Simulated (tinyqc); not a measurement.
# Admittance spectroscopy of a deep trap, step by step

tinyqc, about 0.01 s, one thread, Intel Xeon 2.30GHz (shared host): `OMP_NUM_THREADS=1 python tinyqc.py 2050085 2050086 out.jsonl` Printed values are rounded.

Schottky contact on an n-type layer with shallow donors Nd (all ionised) and a donor-like deep trap, neutral when filled and positive when empty; depletion approximation. Traps within lam of the depletion edge stay filled. The traps at xt = W - lam, where the level crosses the Fermi level, follow a slow signal and not a fast one. w = 2 pi f.

Inputs (values chosen for the exercise); material values close to those of 4H silicon carbide: relative permittivity eps_r = 9.52; conduction-band density of states at 300 K Nc = 1.73e19 cm^-3; thermal velocity at 300 K vth = 1.9e7 cm/s; shallow donor density Nd = 2.5e16 cm^-3; built-in voltage Vbi = 1.46 V; depth of the trap below the conduction edge Et = 0.56 eV; capture cross-section sn = 5.2e-16 cm^2; trap density Nt = 2.1e15 cm^-3; reverse bias Vr = 1.8 V; signal frequency f = 7100 Hz; temperature T = 376 K.

Constants: q = 1.602176634e-19 C, kB = 1.380649e-23 J/K, eps0 = 8.8541878128e-14 F/cm where lengths are in cm. Results are converted to the units shown.

## Widths and limiting capacitances

lam = sqrt(2 eps0 eps_r (EF - ET)/(q Nd)), EF - ET = Et - (kB T/q) ln(Nc(T)/Nd), Nc(T) = Nc (T/300 K)^1.5. In the steady state at the band bending V, 2 eps0 eps_r V/q = Nd W^2 + Nt (W - lam)^2 (the second term only if W > lam). V = Vbi + Vr. C_HF = eps0 eps_r/W, C_LF = eps0 eps_r (Nd + Nt)/(Nd W + Nt xt).

lam = 119.120 nm
W = 363.578 nm
xt = 244.458 nm
C_HF = 23.1840 nF/cm^2
C_LF = 23.7879 nF/cm^2

The step is 2.60 % of C_HF.

## Admittance at the signal frequency

Emission rate en = sn vth(T) Nc(T) exp(-Et/kB T) = sn g T^2 exp(-Et/kB T), g = vth Nc/(300 K)^2, as vth goes as T^0.5 and Nc as T^1.5 (degeneracy factor 1). Inflection frequency w0 = 2 en [1 + Nt xt/(Nd W)]; C = C_HF + (C_LF - C_HF)/(1 + (w/w0)^2), G/w = (C_LF - C_HF)(w/w0)/(1 + (w/w0)^2).

en = 8373.05 1/s
w0/(2 pi) = 2815.75 Hz
C = 23.2660 nF/cm^2
G/w = 0.206962 nF/cm^2

The signal is faster than the trap, which mostly does not follow it.
